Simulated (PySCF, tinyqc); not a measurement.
Worked calculation: CISD on RHF in the sto-6g basis, for H4, spin multiplicity 1. The lowest restricted solution is unstable here: a spin-polarised one lies 0.0768 hartree lower (PySCF). One step of it, computed by the program tinyqc.

Problem. Iteration 2 (converged): orbitals. Diagonalise F' = X^T F X, C = X C', fill 2 alpha and 2 beta electrons from the bottom; D = 2 C_occ C_occ^T. Each column has its largest component positive (the first on a tie).

converged F (hartree):
```
           1H 1s      2H 1s      3H 1s      4H 1s
1H 1s  -0.164223  -0.346652  -0.112227  -0.081690
2H 1s  -0.346652  -0.164223  -0.081690  -0.112227
3H 1s  -0.112227  -0.081690  -0.164223  -0.346652
4H 1s  -0.081690  -0.112227  -0.346652  -0.164223
```

X:
```
           1H 1s      2H 1s      3H 1s      4H 1s
1H 1s   1.046983  -0.161209  -0.077623  -0.003647
2H 1s  -0.161209   1.046983  -0.003647  -0.077623
3H 1s  -0.077623  -0.003647   1.046983  -0.161209
4H 1s  -0.003647  -0.077623  -0.161209   1.046983
```

Give: F' = X^T F X; orbital energies; coefficients C; D after iteration 2.

Solution.

F' = X^T F X (hartree):
```
        1       2       3       4
1  -0.052  -0.325  -0.079  -0.001
2  -0.325  -0.052  -0.001  -0.079
3  -0.079  -0.001  -0.052  -0.325
4  -0.001  -0.079  -0.325  -0.052
```

orbital energies (hartree): MO1 -0.456, MO2 -0.296, MO3 0.195, MO4 0.350

coefficients C:
```
         MO1     MO2     MO3     MO4
1H 1s  0.402   0.484   0.567   0.641
2H 1s  0.402   0.484  -0.567  -0.641
3H 1s  0.402  -0.484   0.567  -0.641
4H 1s  0.402  -0.484  -0.567   0.641
```

D after iteration 2:
```
        1H 1s   2H 1s   3H 1s   4H 1s
1H 1s   0.791   0.791  -0.144  -0.144
2H 1s   0.791   0.791  -0.144  -0.144
3H 1s  -0.144  -0.144   0.791   0.791
4H 1s  -0.144  -0.144   0.791   0.791
```
